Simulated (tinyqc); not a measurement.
Frequency dispersion of an accumulation capacitance by border traps, distributed model: one step of the calculation.

Traps spread evenly through the insulator exchange electrons with the semiconductor by tunnelling, with tau(x) = t0 exp(2 ka x) at depth x from the interface. The admittance per area Y seen at depth x obeys dY/dx = -Y^2/(i w eps0 eox) + q Nb ln(1 + i w tau)/tau, with Y(0) = i w Cs and w = 2 pi f; the gate sees Y(tox) = G + i w C. Working variable y = Y/(i w), in uF/cm^2. Cox = eps0 eox/tox.

Problem. Capacitance and conductance at the gate. Beyond xe the traps are ignored, so 1/y(tox) = 1/y(xe) + (tox - xe)/(eps0 eox); C = Re y, G/w = -Im y, loss tangent G/(w C).

Values chosen for this exercise; permittivity close to that of aluminium oxide: relative permittivity of the insulator eox = 8.85; insulator thickness tox = 7.2 nm; depth down to which the steps are taken xe = 1.8 nm.

Constants: eps0 = 8.8541878128e-14 F/cm where lengths are in cm. Results are converted to the units shown.

y at xe = 2.6808991-0.2578737i uF/cm^2

Give: y at the gate; C; G/w; loss tangent.

Solution.

y at the gate = 0.9435-0.0317i uF/cm^2
C = 0.9435 uF/cm^2
G/w = 0.03168 uF/cm^2
loss tangent = 0.03358

Computed by the program tinyqc: `OMP_NUM_THREADS=1 python tinyqc.py 2202248 2202249 out.jsonl`, one thread of a shared Intel Xeon 2.30GHz, about 0.5 s for the whole run.
